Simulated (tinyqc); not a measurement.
## Thickness and doping from the maximum and minimum capacitance

Inverse problem. A MOS capacitor has Cmax = Cox = eps0 eox/tox and 1/Cmin = 1/Cox + Wm/(eps0 eps_r), with Wm = sqrt(4 eps0 eps_r Vt ln(N/ni)/(q N)) and N well above ni. Find tox, Wm and N.

Values chosen for this exercise; band and dielectric values close to those of silicon: temperature T = 300 K; relative permittivity eps_r = 11.7; relative permittivity of the gate insulator (close to hafnium oxide) eox = 21.4.

Constants: q = 1.602176634e-19 C, kB = 1.380649e-23 J/K, Vt = kB T/q, eps0 = 8.8541878128e-14 F/cm where lengths are in cm. Results are converted to the units shown.

Cmax = 0.45114195 uF/cm^2
Cmin = 0.051144553 uF/cm^2
ni = 1.5574242e10 cm^-3

Answer. Cmax gives tox and the series difference Wm. N follows by iterating N = 4 eps0 eps_r Vt ln(N/ni)/(q Wm^2); ln(N/ni)/N falls steadily for N > e ni, so there is one root in that range.

tox = 42.0 nm
Wm = 180 nm
N = 3.00e16 cm^-3

tinyqc, about 0.01 s, one thread, Intel Xeon 2.30GHz (shared host): `OMP_NUM_THREADS=1 python tinyqc.py 2060097 2060098 out.jsonl`
